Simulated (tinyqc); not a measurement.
What each parameter does: exciton in an atomically thin sheet (Rytova-Keldysh potential).

Relative motion in the plane with V(k) = -2 pi q/(k (kap + r0 k)), q = e^2/(4 pi eps0), c = hbar^2/2m0. Normalised Gaussians exp(-a_i r^2): with A = a_i + a_j, S_ij = 2 sqrt(a_i a_j)/A, T_ij = (4c/mu)(a_i a_j/A) S_ij, V_ij = -q S_ij times the integral over k from 0 to infinity of exp(-k^2/4A)/(kap + r0 k).

Converged values use 20 Gaussians with exponents 2^i/b^2, i = -11 to 8, b the larger of a0 kap/(2 mu) and sqrt(a0 r0/mu), a0 = 0.5291772 angstrom; p states use r exp(i theta) exp(-a r^2).

Constants: hbar^2/2m0 = 3.80998211 eV angstrom^2; e^2/(4 pi eps0) = 14.39964547 eV angstrom.

Inputs chosen for the exercise (near those of a WS2 monolayer; the results hold for these values, not for the real material):
- me = 0.322 m0 (electron mass)
- mh = 0.406 m0 (hole mass)
- kap = 2.3 (mean dielectric constant of the surroundings)
- r0 = 35.3 angstrom (screening length of the sheet)
- Eg = 2.347 eV (gap, in these surroundings)

1/mu = 1/me + 1/mh; converged values. Eg is held fixed when kap or r0 changes: the shrinking of the gap by stronger screening, which offsets most of the shift of the 1s line, is left out.

Results for these values:
```
case  1s binding (meV)  2s - 1s (meV)  2s - 2p (meV)  1s line (eV)
base             321.6          225.3           29.0         2.025
```

What happens to each result for Eg = 2.46 eV, all else kept?

Answer: 1s binding does not change at the printed digits; 2s - 1s does not change at the printed digits; 2s - 2p does not change at the printed digits; 1s line rises from 2.025 to 2.138.

The same for each parameter in turn:
```
case                1s binding (meV)  2s - 1s (meV)  2s - 2p (meV)  1s line (eV)
base                           321.6          225.3           29.0         2.025
me = 0.386 m0                  334.3          231.8           30.7         2.013
mh = 0.325 m0                  308.1          218.3           27.2         2.039
kap = 3.68                     211.2          161.6           14.6         2.136
r0 = 28.2 angstrom             366.8          263.1           31.5         1.980
Eg = 2.46 eV                   321.6          225.3           29.0         2.138
```

Computed by tinyqc, a small Python program: `OMP_NUM_THREADS=1 python tinyqc.py 1251739 1251740 out.jsonl` (the numbers bound the seed that draws the inputs); one thread of a shared host (Intel(R) Xeon(R) Processor @ 2.30GHz), about 0.04 s for the whole set of steps.
